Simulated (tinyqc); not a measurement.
Inside a calculation: electrons shared among three sets of ellipsoidal valleys. Values are carried at full precision from step to step, so a last printed digit may differ when a step is redone from the rounded ones.

Constants: hbar^2/2m0 = 3.80998211 eV angstrom^2; kB = 8.617333262e-05 eV/K.

Inputs chosen for the exercise (masses and offsets near those of Ge; mobilities are free inputs, held fixed; shifted at random, so the results belong to these values and not to a real crystal): ml = (1.527, 0.041, 0.942) m0 (longitudinal masses of L, Gamma, Delta); mt = (0.0782, 0.041, 0.1965) m0 (transverse masses); M = (4, 1, 6) (valleys in each set); T = 200 K; dE = (0, 0.141, 0.173) eV (edges of L, Gamma, Delta above the first); n = 5.3e+19 1/cm^3 (total electron density); mu = (3700, 16000, 1200) cm^2/(V s) (mobility of each set).

## Masses of each set

One valley: m_d = (ml mt^2)^(1/3). Whole set: m_de = M^(2/3) m_d. Mean over three axes: 1/m_c = (1/ml + 2/mt)/3. Anisotropy K = ml/mt.

m_d, m_de, m_c (m0) and K of each set:
```
set       m_d    m_de     m_c      K
L      0.2106  0.5306  0.1144  19.53
Gamma  0.0410  0.0410  0.0410   1.00
Delta  0.3313  1.0940  0.2669   4.79
```

m_de/m_c is 4.64 for L, 1.00 for Gamma, 4.10 for Delta: many anisotropic valleys give many states at a light conductivity mass. m_c is the mean over three axes; a set that holds only some of the equivalent valleys conducts with a mass that depends on direction.

## Effective densities of states

N_i = M_i times N = 2 (m kB T/(4 pi c))^(3/2) with c = hbar^2/2m0, in 1/angstrom^3; times 1e24 for 1/cm^3, with m = (ml mt^2)^(1/3).

kT = 0.017235 eV

N_i (1/cm^3): L 5.2798e+18, Gamma 1.1340e+17, Delta 1.5631e+19

## Fermi level and populations

F_j(eta) = (1/Gamma(j + 1)) integral_0^infinity x^j dx/(1 + exp(x - eta)), which tends to exp(eta) for eta << 0.

Solve n = sum_i N_i F_1/2((EF - dE_i)/kT), energies from the edge of the first set.

EF = 0.0941 eV

eta_i: L 5.46, Gamma -2.72, Delta -4.58

n_i (1/cm^3): L 5.28e+19, Gamma 7.28e+15, Delta 1.60e+17

shares: L 0.9968, Gamma 0.0001, Delta 0.0030

L holds most electrons (99.7 %). Boltzmann weights N_i exp(-dE_i/kT) would give Gamma a share of 0.0000.

## Drift and Hall mobility of the mixture

With f_i the shares, mu_drift = sum f_i mu_i; low-field Hall mobility mu_H = sum f_i mu_i^2/mu_drift (scattering and anisotropy factors set to 1); the Hall density is n mu_drift/mu_H; rho = 1/(e n mu_drift), e = 1.602176634e-19 C.

mu_drift = 3694 cm^2/(V s)
mu_H = 3705 cm^2/(V s)
Hall density = 5.28e+19 1/cm^3
rho = 3.19e-05 ohm cm

A Hall measurement would read 99.7 % of the true density. The mobilities are of the size met in pure crystals; at this density impurities would cut them and raise rho, by a factor of two to ten or more depending on crystal and density.

## Checks

- Share of Gamma at n = 1e10 1/cm^3 against the Boltzmann weight: both 6.010e-06.

Computed by tinyqc, a small Python program: `OMP_NUM_THREADS=1 python tinyqc.py 1652458 1652459 out.jsonl` (the numbers bound the seed that draws the inputs); one thread of a shared host (Intel(R) Xeon(R) Processor @ 2.30GHz), about 0.01 s for the whole set of steps.
